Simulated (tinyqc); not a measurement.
Reduced Fermi level from a carrier density: charge neutrality of a doped semiconductor with incomplete ionisation. Computed by tinyqc, a small Python program. Command: `OMP_NUM_THREADS=1 python tinyqc.py 3023133 3023134 out.jsonl dopant walk`. One thread of a shared host (Intel(R) Xeon(R) Processor @ 2.30GHz), about 0.04 s of CPU time with the checks.

Energies are counted from the top of the valence band; E_D is measured down from the conduction band and E_A up from the valence band.

Inputs (values chosen for the exercise, modelled on CdTe):

| quantity | value | unit |
|---|---|---|
| gap at 0 K E_g0 | 1.59 | eV |
| Varshni alpha | 0.000301 | eV/K |
| Varshni beta | 107 | K |
| electron mass m_e | 0.0923 | m_0 |
| valleys M_c | 1 | - |
| hole mass m_h | 0.632 | m_0 |
| temperature T | 300 | K |

Doping: p-type. Statistics of the bands: Fermi-Dirac.

ratios u of density to N: 0.015  0.052  0.18  0.64  2.3  8  28

Constants: m_0 = 9.1093837015e-31 kg; k_B = 1.380649e-23 J/K; h = 6.62607015e-34 J s; k_B = 8.617333262e-05 eV/K.

Method:
- E_g = E_g0 - alpha T^2/(T + beta).
- N_c = 2 M_c (2 pi m_e k_B T/h^2)^(3/2) and N_v = 2 (2 pi m_h k_B T/h^2)^(3/2), masses in units of m_0.
- n_i = sqrt(N_c N_v) exp(-E_g/(2 k_B T)); E_i = E_g/2 + (k_B T/2) ln(N_v/N_c).
- F_1/2(eta) = (2/sqrt(pi)) int_0^infinity sqrt(x)/(1 + exp(x - eta)) dx, by the trapezoid rule in t = sqrt(x) with step 0.02 up to t = 12 (for eta < -12 by exp(eta) - exp(2 eta)/2^(3/2)).
- For u = density/N of the majority band, eta solves F_1/2(eta) = u (bisection). Boltzmann: ln u. Joyce-Dixon: ln u + u/sqrt(8) - 4.95009e-3 u^2 + 1.48386e-4 u^3 - 4.42563e-6 u^4. Degenerate limit: (3 sqrt(pi) u/4)^(2/3). The last column is (eta - ln u) k_B T.

N_v = 1.26080e+19 cm^-3

k_B T = 0.0258520 eV

Eta by four rules:

| u | density (cm^-3) | exact | Boltzmann | Joyce-Dixon | degenerate | Boltzmann error (meV) |
|---|---|---|---|---|---|---|
| 0.015 | 1.8912e+17 | -4.194 | -4.1997 | -4.1944 | 0.074 | 1.3707e-01 |
| 0.052 | 6.5562e+17 | -2.938 | -2.9565 | -2.9381 | 0.168 | 4.7494e-01 |
| 0.18 | 2.2694e+18 | -1.651 | -1.7148 | -1.6513 | 0.385 | 1.6411e+00 |
| 0.64 | 8.0691e+18 | -0.222 | -0.4463 | -0.2220 | 0.898 | 5.7982e+00 |
| 2.3 | 2.8998e+19 | 1.622 | 0.8329 | 1.6216 | 2.107 | 2.0389e+01 |
| 8 | 1.0086e+20 | 4.652 | 2.0794 | 4.6489 | 4.836 | 6.6504e+01 |
| 28 | 3.5303e+20 | 11.073 | 3.3322 | 9.8880 | 11.148 | 2.0012e+02 |

What follows from these numbers?

Boltzmann statistics place E_F within 1 meV of the exact value up to u = 0.0520 of those listed and miss by 200 meV at u = 28. Joyce-Dixon stays within 0.01 in eta up to u = 8.00; the degenerate limit is still 0.67 % high at the last u. Past u of about 10 the Joyce-Dixon series fails. A parabolic band is assumed throughout.
